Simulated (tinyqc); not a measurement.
Inside a calculation. Model: thermal boundary conductance by the acoustic and diffuse mismatch models. Computed by tinyqc, a small Python program that keeps every step. Command: `OMP_NUM_THREADS=1 python tinyqc.py 3009303 3009304 out.jsonl kapitza walk`. One thread of a shared host (Intel(R) Xeon(R) Processor @ 2.30GHz), about 0.01 s of CPU time with the checks. Intermediate numbers are printed to about 6 digits and carried at full precision; extremes and crossings named in words are read from the listed rows.

Each side has one longitudinal and two transverse Debye branches, omega = v q up to q_D = (6 pi^2 n)^(1/3), with n counting all atoms. Scattering at the interface is elastic. Electrons are left out of G, also for metals. Melting is ignored. G refers to the temperatures of the phonons sent towards the interface. Linear branches over all atoms overstate G at high T, most for crystals with several atoms a cell.

Inputs (values chosen for the exercise, modelled on gallium nitride (side 1) and silica (side 2)): density rho_1 = 6.23 g/cm^3; longitudinal velocity vL_1 = 8030 m/s; transverse velocity vT_1 = 4300 m/s; atom density n_1 = 85.4 1/nm^3; conductivity kappa_1 = 203 W/(m K); density rho_2 = 2.26 g/cm^3; longitudinal velocity vL_2 = 5910 m/s; transverse velocity vT_2 = 3820 m/s; atom density n_2 = 66.7 1/nm^3; conductivity kappa_2 = 1.42 W/(m K); temperature T = 20 K; thickness d_1 = 430 nm; thickness d_2 = 31000 nm; heat flux J = 1.2 kW/cm^2.

Structure: film on a substrate.

Constants: hbar = 1.054571817e-34 J s; k_B = 1.380649e-23 J/K.

## Cut-off frequencies and impedances

omega_c = v q_D for each branch, given as hbar omega_c/k_B; impedance Z = rho v.

Branches:
```
branch     v (m/s)  cut-off (K)  Z (1e6 kg/(m^2 s))
L, side 1     8030      1052.80             50.0269
T, side 1     4300       563.76             26.7890
L, side 2     5910       713.57             13.3566
T, side 2     3820       461.23              8.6332
```

## Acoustic mismatch: transmission of each branch

No mode conversion. t(theta) = 4 Z_1 Z_2 cos(theta_1) cos(theta_2)/N^2, with N = Z_2 cos(theta_1) + Z_1 cos(theta_2) for L (the form for pressure waves) and N = Z_1 cos(theta_1) + Z_2 cos(theta_2) for both T branches (the form for shear waves polarised along the interface); sin(theta_2) = (v_2/v_1) sin(theta_1), and t = 0 beyond the critical angle arcsin(v_1/v_2); the mean over the incoming flux is alpha = 2 int t sin(theta_1) cos(theta_1) d theta_1 (64 Gauss-Legendre points).

Transmission:
```
branch  t at normal incidence  largest angle from side 1 (deg)  alpha, 1 to 2  alpha, 2 to 1
L                    0.665284                               90       0.550724       0.298317
T                    0.737288                               90       0.798972       0.630553
```

For L waves from side 1 no critical angle exists; the mean is 0.55 against 0.67 at normal incidence. For T waves from side 1 no critical angle exists, and the mean 0.80 stays near the normal-incidence 0.74.

## Diffuse mismatch: transmission at low frequency

A phonon forgets its side and branch: alpha(1 to 2) = S_2/(S_1 + S_2), S_i = 1/vL_i^2 + 2/vT_i^2.

S_1 = 1.23675e-07 s^2/m^2

S_2 = 1.65688e-07 s^2/m^2

diffuse alpha, 1 to 2 = 0.572595

## Boundary conductance

G = (k_B^4 T^3/(8 pi^2 hbar^3)) int W(x) x^4 e^x/(e^x - 1)^2 dx, x = hbar omega/(k_B T). Acoustic mismatch: W = sum over the three branches of alpha(1 to 2)/v_1^2, each up to the lower of its two cut-offs. Diffuse mismatch: W = S_1 S_2/(S_1 + S_2), where S_i sums 1/v^2 over the branches of side i still below their cut-off. Radiation limit: W = min(S_1, S_2). The integral is split at the four cut-offs (64 Gauss-Legendre points a piece, x at most 45). Boundary resistance R = 1/G and Kapitza length kappa_2/G use the diffuse value.

G, acoustic mismatch = 7.74331 MW/(m^2 K)

G, diffuse mismatch = 5.77434 MW/(m^2 K)

G, radiation limit = 10.0845 MW/(m^2 K)

boundary resistance R = 173.180 m^2 K/GW

Kapitza length in side 2 = 245.915 nm

The diffuse value is 0.75 times the acoustic one and 57 % of the radiation limit. Diffuse scattering lowers G here: it sends back a share of the phonons that specular transmission lets pass. Caution: kappa_2 is of room-temperature size, so the Kapitza length is only nominal at this T.

## Conductance against temperature

The formulas are those given above.

G (MW/(m^2 K)):
```
T (K)  acoustic mismatch  diffuse mismatch  radiation limit
2             0.00774332        0.00577435        0.0100845
5               0.120989         0.0902242         0.157571
10              0.967915          0.721794          1.26056
20               7.74331           5.77434          10.0845
40               61.3980           45.8792          80.0592
80               360.538           283.005          484.517
150              882.964           754.317          1252.87
300              1299.11           1170.75          1910.65
600              1455.57           1334.55          2166.24
1000             1493.12           1374.35          2228.15
```

All three follow T^3 at the cold end (exponent 3.00 for the diffuse model) and flatten at high T (exponent 0.06 at the hot end); the lowest cut-off is 461 K. The ratio of diffuse to acoustic goes from 0.75 to 0.92. The plateau is set by the frequencies that both sides share.

## Temperature rise through the stack

In series: Delta T = J (d_1/kappa_1 + R + d_2/kappa_2), with bulk conductivities in the layers and one-dimensional flow.

temperature drops (K): film 0.0254187, interface 2.07816, substrate 261.972

total rise Delta T = 264.075 K

interface share of film plus interface = 0.987916

The substrate takes the largest drop, 99 % of the total. Caution: the rise is not small against T, so constant conductivities fail; a rise of thousands of kelvin would destroy the stack. Caution: the conductivities are of room-temperature size; at this T real values can differ much and free paths can be long. Caution: R from emitted-phonon temperatures is too large for use in series with Fourier layers, by up to a factor of about 2.

Checks made by the program: detailed balance alpha_12/v_1^2 = alpha_21/v_2^2 (relative difference below 1e-10); low-temperature limit G = pi^2 k_B^4 T^3 alpha S_1/(30 hbar^3) (relative difference below 1e-10).
